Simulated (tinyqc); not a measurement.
Choice of the trial orbital: Wannier function of the lower band of a two-orbital chain.

H(k) = [[-d/2 - 2 ta cos k, -t1 - t2 exp(-ik)], [-t1 - t2 exp(ik), d/2 - 2 tb cos k]], k in 1/a, Bloch sums with exp(ikR) and without the positions inside the cell. Mesh k_j = 2 pi j/N. Projection gauge: each lower eigenvector u is multiplied by the phase that makes <trial|u> real and positive (the one-band case of Loewdin orthogonalisation). Wannier amplitudes w(R) = (1/N) sum_k exp(ikR) u(k); hoppings H(R) = (1/N) sum_k exp(-ikR) E(k).

Parameters, chosen for this exercise:
```
symbol  value  unit  meaning
d       -0.59  eV    A at -d/2, B at +d/2
t1      1.59   eV    A-B in the cell
t2      1.5    eV    B to A of the next cell
ta      0.36   eV    A-A between cells
tb      0.08   eV    B-B between cells
xb      0.64   a     position of B (A at 0)
```

N = 16. Centre, Omega_I and Omega_D from overlaps (b = 2 pi/N, M_j = u_j^+ diag(1, exp(-i b xb)) u_(j+1); Omega_D = (1/(N b^2)) sum (arg M_j + b centre)^2).

Trial angle:
```
th (deg)  smallest projection  centre (a)  Omega_I (a^2)  Omega_D (a^2)
0                       0.078      0.5639        0.17159        1.39267
15                      0.333      0.5639        0.17159        0.58608
30                      0.566      0.5639        0.17159        0.27249
45                      0.760      0.5639        0.17159        0.12954
60                      0.880      0.5639        0.17159        0.05429
75                      0.859      0.5639        0.17159        0.01387
90                      0.709      0.5639        0.17159        0.00002
```

Omega_I is the same for all. Omega_D is smallest at 90 degrees (0.00002) and largest at 0 (1.39267). The centre does not move.

Run: tinyqc, `OMP_NUM_THREADS=1 python tinyqc.py 1480043 1480044 out.jsonl`; Intel(R) Xeon(R) Processor @ 2.30GHz, one thread, shared host; about 0.3 s of CPU time with all checks.
